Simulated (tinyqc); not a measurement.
Worked calculation: LDA (PW92) atom on a uniform radial grid, spin-unpolarised, for N(2+). Computed by tinyqc, a small Python program that keeps every step. Settings: Z = 7, points = 128, R = 6.3, functional = lda,pw, mixing = 0.2, iteration cap = 71. Command: `OMP_NUM_THREADS=1 python tinyqc.py 26570 26571 out.jsonl` (the two numbers bound the seeds that draw the settings). One thread of a shared host (Intel(R) Xeon(R) Processor @ 2.60GHz), about 0.4 s of CPU time with the checks. Later iterations appear only in the table of the cycle.

## Iteration 1

Spherical atom on a uniform radial grid r_j = j h with h = R/(N + 1), h sum u^2 = 1 and integrals as h times sums, u(0) = u(R) = 0 (atomic units):
```
parameter,value
Z,7
points N,128
R,6.300000
h,0.048837
mixing,0.200000
electrons in 1s,2
electrons in 2s,2
electrons in 2p,1
```

Three-point differences turn -u''/2 + [l(l+1)/2r^2 - Z/r + V] u = e u into a tridiagonal matrix (diagonal 1/h^2 + potential, off-diagonal -1/2h^2). D = sum f u^2; the Hartree potential y/r solves y'' = -D/r with y(0) = 0, y(R) = N_e; v_xc comes from rho = D/(4 pi r^2); E = sum f e - int D V + int D (V_H/2 + eps_xc); V(new) = V + mixing (V_H + v_xc - V).

eigenvalues (hartree): 1s -23.82318, 2s -6.08090, 2p -6.14018

Every 8th grid point:
```
r,V in,u(1s),u(2s),u(2p),D,V_H,v_xc
0.39070,0.00000,0.96110,-0.45976,1.03415,3.33964,9.26451,-1.26895
0.78140,0.00000,0.13124,-1.14938,1.04664,3.77206,5.93369,-0.85062
1.17209,0.00000,0.01344,-0.79353,0.59754,1.61681,4.21053,-0.50724
1.56279,0.00000,0.00122,-0.39148,0.26986,0.37934,3.19358,-0.27299
1.95349,0.00000,0.00010,-0.16400,0.10718,0.06528,2.55896,-0.14067
2.34419,0.00000,8.55e-06,-0.06232,0.03925,0.00931,2.13289,-0.07053
2.73488,0.00000,6.81e-07,-0.02219,0.01359,0.00117,1.82823,-0.03445
3.12558,0.00000,5.32e-08,-0.00754,0.00452,0.00013,1.59970,-0.01638
3.51628,0.00000,4.08e-09,-0.00248,0.00145,1.44e-05,1.42196,-0.00759
3.90698,0.00000,3.10e-10,-0.00079,0.00046,1.46e-06,1.27976,-0.00344
4.29767,0.00000,2.33e-11,-0.00025,0.00014,1.42e-07,1.16342,-0.00153
4.68837,0.00000,0,-0.00008,4.26e-05,1.33e-08,1.06647,-0.00067
5.07907,0.00000,0,-2.29e-05,1.27e-05,1.21e-09,0.98443,-0.00029
5.46977,0.00000,0,-6.82e-06,3.74e-06,1.07e-10,0.91412,-0.00012
5.86047,0.00000,0,-1.90e-06,1.03e-06,0,0.85317,-0.00005
6.25116,0.00000,0,-1.57e-07,8.48e-08,0,0.79985,0.00000
```

total energy = -49.2245403 hartree

## Iteration 2

As before.

eigenvalues (hartree): 1s -21.70880, 2s -5.04936, 2p -4.97277

Every 8th grid point:
```
r,V in,u(1s),u(2s),u(2p),D,V_H,v_xc
0.39070,1.59911,0.97977,-0.39701,0.95465,3.14650,9.04865,-1.24513
0.78140,1.01661,0.14366,-1.11641,1.05165,3.63998,5.84312,-0.84114
1.17209,0.74066,0.01605,-0.83921,0.66443,1.85053,4.18829,-0.52888
1.56279,0.58412,0.00161,-0.45331,0.33479,0.52308,3.18961,-0.30094
1.95349,0.48366,0.00015,-0.20890,0.14908,0.10950,2.55838,-0.16420
2.34419,0.41247,1.37e-05,-0.08763,0.06141,0.01913,2.13281,-0.08746
2.73488,0.35876,1.22e-06,-0.03454,0.02398,0.00296,1.82822,-0.04561
3.12558,0.31667,1.06e-07,-0.01303,0.00901,0.00042,1.59970,-0.02326
3.51628,0.28287,9.05e-09,-0.00475,0.00328,0.00006,1.42196,-0.01161
3.90698,0.25526,7.67e-10,-0.00169,0.00117,7.09e-06,1.27976,-0.00568
4.29767,0.23238,6.43e-11,-0.00059,0.00041,8.61e-07,1.16342,-0.00273
4.68837,0.21316,0,-0.00020,0.00014,1.01e-07,1.06647,-0.00129
5.07907,0.19683,0,-0.00007,4.77e-05,1.16e-08,0.98443,-0.00061
5.46977,0.18280,0,-2.26e-05,1.59e-05,1.27e-09,0.91412,-0.00028
5.86047,0.17062,0,-6.91e-06,4.90e-06,1.20e-10,0.85317,-0.00012
6.25116,0.15997,0,-6.01e-07,4.27e-07,0,0.79985,-1.12e-05
```

total energy = -49.9004726 hartree

## Convergence

Stop when input and output potentials agree to 1e-7.

Course of the cycle (hartree):
```
iteration,E,e(1s),e(2s),e(2p),largest |V(out) - V(in)|
1,-49.2245403,-23.82318,-6.08090,-6.14018,1.35e+01
2,-49.9004726,-21.70880,-5.04936,-4.97277,1.04e+01
3,-50.3444716,-20.08458,-4.27062,-4.09964,7.92e+00
4,-50.6307152,-18.83952,-3.68115,-3.44511,6.05e+00
5,-50.8119358,-17.88709,-3.23373,-2.95311,4.61e+00
6,-50.9246970,-17.15997,-2.89328,-2.58218,3.50e+00
7,-50.9937335,-16.60588,-2.63361,-2.30168,2.65e+00
8,-51.0353781,-16.18433,-2.43514,-2.08892,2.01e+00
9,-51.0601684,-15.86406,-2.28316,-1.92711,1.52e+00
10,-51.0747553,-15.62101,-2.16657,-1.80373,1.15e+00
11,-51.0832538,-15.43671,-2.07701,-1.70943,8.67e-01
...,...,...,...,...,...
61,-51.0946896,-14.85882,-1.77295,-1.39409,2.34e-06
62,-51.0946896,-14.85882,-1.77295,-1.39409,1.87e-06
63,-51.0946896,-14.85882,-1.77295,-1.39409,1.49e-06
64,-51.0946896,-14.85882,-1.77295,-1.39409,1.19e-06
65,-51.0946896,-14.85882,-1.77295,-1.39409,9.49e-07
66,-51.0946896,-14.85882,-1.77295,-1.39409,7.57e-07
67,-51.0946896,-14.85882,-1.77295,-1.39409,6.04e-07
68,-51.0946896,-14.85882,-1.77295,-1.39409,4.82e-07
69,-51.0946896,-14.85882,-1.77295,-1.39409,3.85e-07
70,-51.0946896,-14.85882,-1.77295,-1.39409,3.07e-07
71,-51.0946896,-14.85882,-1.77295,-1.39409,2.45e-07
```

Not converged within 71 iterations: the residual falls steadily but slowly, by a factor of about 0.80 a step. Reruns (cap 100 unless said): mixing 0.3: converged in 48; mixing 0.6: converged in 19; the original settings with a cap of 400: converged in 75. Even converged, this uniform grid resolves the cusp poorly and misses the energy of the atom.
